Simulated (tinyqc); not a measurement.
Voltage: WKB tunnelling through a gate dielectric with a two-band (Franz) dispersion.

At depth x the conduction edge lies u(x) = phi - V x/t above the electron. Parabolic: kappa = sqrt(m u/c). Franz: kappa = sqrt(m u (1 - u/Eg)/c), which vanishes at both band edges. c = hbar^2/2m0. T = exp(-2 integral of kappa dx) over the region u > 0; no image force, no prefactor, zero transverse momentum. The region ends at x_e = min(t, phi t/V); x_e < t is the Fowler-Nordheim regime.

Constants: hbar^2/2m0 = 3.80998211 eV angstrom^2.

Values chosen for the exercise (of the size used for AlN on silicon; the results hold for these values, not for the real material):
- Eg = 6.36 eV (gap of the dielectric)
- phi = 1.65 eV (barrier above the electron energy at the emitter)
- m = 0.29 m0 (mass at the conduction edge)
- t = 58 angstrom (thickness)

The same layer at other voltages.

Exponents 2 I and transmission:

| V (V) | shape | x_e (angstrom) | 2 I parabolic | 2 I Franz | T Franz |
|---|---|---|---|---|---|
| 0.25 | trapezoid | 58.00 | 39.510 | 34.442 | 1.10e-15 |
| 0.50 | trapezoid | 58.00 | 37.816 | 33.367 | 3.23e-15 |
| 1.00 | trapezoid | 58.00 | 34.039 | 30.687 | 4.71e-14 |
| 2.00 | triangle | 47.85 | 22.610 | 20.759 | 9.65e-10 |
| 3.00 | triangle | 31.90 | 15.073 | 13.839 | 9.76e-07 |
| 4.00 | triangle | 23.93 | 11.305 | 10.380 | 3.11e-05 |
| 5.00 | triangle | 19.14 | 9.044 | 8.304 | 0.000248 |
| 6.00 | triangle | 15.95 | 7.537 | 6.920 | 0.000988 |

Give the missing row, V (V) = 1.50.

Computed row:
```
V (V)      shape  x_e (angstrom)  2 I parabolic  2 I Franz   T Franz
1.50   trapezoid           58.00         29.320     26.858  2.17e-12
```

While the barrier is a trapezoid T rises by a factor 1.97e+03 from 0.25 to 1.5 V. Beyond V = phi = 1.65 V the path shortens and the exponent falls as 1/V: from 4 to 6 V it goes from 10.38 to 6.92, the ratio 0.667 = 4/6. The last row means 10.3 MV/cm.

tinyqc: `OMP_NUM_THREADS=1 python tinyqc.py 1450041 1450042 out.jsonl`; about 0.01 s, one thread, shared Intel(R) Xeon(R) Processor @ 2.30GHz.
